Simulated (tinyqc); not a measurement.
Out-diffusion of a doped substrate or buried layer into a growing epitaxial film. Inputs raised by 2 %, one at a time. Computed by tinyqc, a small Python program. Command: `OMP_NUM_THREADS=1 python tinyqc.py 3000052 3000053 out.jsonl buried sens`. One thread of a shared host (Intel(R) Xeon(R) Processor @ 2.30GHz), about 0.01 s of CPU time with the checks.

x is counted from the original substrate surface into the film, whose surface moves as x = v t. Substrate dopant has one diffusivity; the dopant of the film is taken as uniform.

Inputs (values chosen for the exercise, modelled on boron in silicon):
```
quantity                                            value    unit
prefactor D0                                        0.896  cm^2/s
activation energy E                                  3.53      eV
substrate concentration C_s                       2.7e+18  1/cm^3
film doping C_e                                   1.3e+16  1/cm^3
growth rate v                                        0.37  um/min
film thickness d                                      1.4      um
growth temperature T                                 1150       C
autodoping level at the start, as a share of C_s   0.0001       -
decay length of autodoping                           0.26      um
later thermal budget (Dt)2                        8.9e-11    cm^2
```

Film doping: same type as the substrate.

Constants: k_B = 8.617333262e-05 eV/K.

Method:
- D = D0 exp(-E/(k_B T)); growth time t = d/v; l = 2 sqrt(D t); growth number G = v t/l = d/l; 1 um = 1e-4 cm.
- Temperatures in kelvin are T(C) + 273.15.
- After growth and the later budget: l2 = 2 sqrt(D t + (Dt)2); C(x) = (C_s/2) erfc(x/l2) + share x C_s exp(-x/decay length) for x > 0 (autodoping taken as unchanged by the later budget). The transition x_t solves C(x) = C_e, where the total doping is twice the intended value.
- Usable film = d - x_t. Also give x_t for the erfc term alone, after growth and after the later budget.

Runs; columns: (1) input moved; (2) from; (3) to; (4) x_t after growth, erfc alone (um); (5) x_t after the later budget, erfc alone (um); (6) x_t with autodoping (um); (7) growth number G:
```
(1)                                       (2)        (3)     (4)     (5)     (6)    (7)
base run                                    -          -  0.2934  0.4532  0.4534   8.74
prefactor D0 (cm^2/s)                   0.896    0.91392  0.2963  0.4551  0.4553   8.65
activation energy E (eV)                 3.53     3.6006  0.2200  0.4095  0.4097  11.65
substrate concentration C_s (1/cm^3)  2.7e+18  2.754e+18  0.2942  0.4544  0.4546   8.74
film doping C_e (1/cm^3)              1.3e+16  1.326e+16  0.2926  0.4520  0.4522   8.74
growth rate v (um/min)                   0.37     0.3774  0.2905  0.4513  0.4515   8.82
decay length of autodoping (um)          0.26     0.2652  0.2934  0.4532  0.4534   8.74
```

Exponents ln(y'/y) / ln(x'/x):
```
input                        x_t after growth, erfc alone  x_t after the later budget, erfc alone  x_t with autodoping  growth number G
prefactor D0                                        0.500                                   0.211                0.211           -0.500
activation energy E                               -14.535                                  -5.117               -5.112           14.535
substrate concentration C_s                         0.133                                   0.133                0.133            0.000
film doping C_e                                    -0.133                                  -0.133               -0.134            0.000
growth rate v                                      -0.500                                  -0.208               -0.208            0.500
decay length of autodoping                          0.000                                   0.000                0.001            0.000
```

Among the inputs moved here: x_t after growth, erfc alone answers most in size to activation energy E (exponent -14.535), next to prefactor D0 (+0.500); its exponent is below 0.0005 for decay length of autodoping. Its exponent -0.500 in growth rate v: faster growth shortens the time, and the width goes as sqrt(t). x_t after the later budget, erfc alone answers most in size to activation energy E (exponent -5.117), next to prefactor D0 (+0.211); its exponent is below 0.0005 for decay length of autodoping. x_t with autodoping answers most in size to activation energy E (exponent -5.112), next to prefactor D0 (+0.211). Its exponent +0.001 in decay length of autodoping: diffusion sets the transition. Growth number G answers most in size to activation energy E (exponent +14.535), next to prefactor D0 (-0.500); its exponent is below 0.0005 for substrate concentration C_s, film doping C_e, decay length of autodoping. Its exponent +0.500 in growth rate v: G = sqrt(v d/(4 D)).
